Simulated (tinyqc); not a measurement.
Off-state leakage of single and stacked transistors: two steps of the calculation.

n-channel devices of unit width. Subthreshold current I(Vg, Vs, Vd) = I0 (T/300 K)^0.5 exp[(Vg - Vs - VT(T) - gb (Vs - Vb) + dd (Vd - Vs))/(nf Vt)] (1 - exp(-(Vd - Vs)/Vt)), VT(T) = VT - cT (T - 300 K). Gate-edge tunnelling Ig (Vd/1 V) exp(ag (Vd - 1 V)), for a gate at 0 V, and band-to-band leakage Ab u exp(-Bb/u), u = Vd - Vb + 1 V, flow at a drain held at V; both are taken as independent of T. In a stack of off transistors (all gates at 0 V) the same subthreshold current passes through each.

Values chosen for this exercise; values of the order met in bulk silicon logic transistors: temperature T = 300 K; supply voltage V = 0.8 V; threshold at 300 K, zero drain and body bias VT = 0.38 V; fall of the threshold with temperature cT = 0.7 mV/K; current at threshold at 300 K I0 = 0.42 uA/um; slope factor nf = 1.37; drain-induced lowering per volt dd = 0.05; rise of the threshold per volt of source-body bias gb = 0.22; gate-edge tunnelling current at 1 V Ig = 3e-5 uA/um; exponential slope of the gate current ag = 5.7 1/V; prefactor of band-to-band leakage at the drain Ab = 10 uA/(um V); its exponential voltage Bb = 21 V; body voltage Vb = 0 V.

Constants: q = 1.602176634e-19 C, kB = 1.380649e-23 J/K, Vt = kB T/q. Results are converted to the units shown.

Problem 1. Leakage of one transistor. Vg = Vs = 0, Vd = V; effective threshold VT(T) - gb Vb - dd V.

Give: effective threshold; parts; total; shares.

Solution 1.

effective threshold = 0.34000 V
parts (nA/um): subthreshold 0.028450, gate edge 0.0076757, band-to-band 0.15435
total = 0.19048 nA/um
shares (%): subthreshold 14.937, gate edge 4.0297, band-to-band 81.034

The band-to-band part is the largest.

Problem 2. New Vx. Stack of two, Vx the node between them: I_low = I(0, 0, Vx), I_up = I(0, Vx, V), f = ln(I_up/I_low), f' = -(1 + gb + 2 dd)/(nf Vt) - 1/(Vt (exp(Vx/Vt) - 1)) - 1/(Vt (exp((V - Vx)/Vt) - 1)), Vx(new) = Vx - f/f'.

Vx at the start = 0.03 V

Wanted: I_low; I_up; f; f'; Vx after iteration 1.

Solution 2.

I_low = 0.0065877 nA/um
I_up = 0.0097028 nA/um
f = 0.38722
f' = -54.922 1/V
Vx after iteration 1 = 0.037050 V

tinyqc, about 0.03 s, one thread, Intel Xeon 2.30GHz (shared host): `OMP_NUM_THREADS=1 python tinyqc.py 2242229 2242230 out.jsonl`
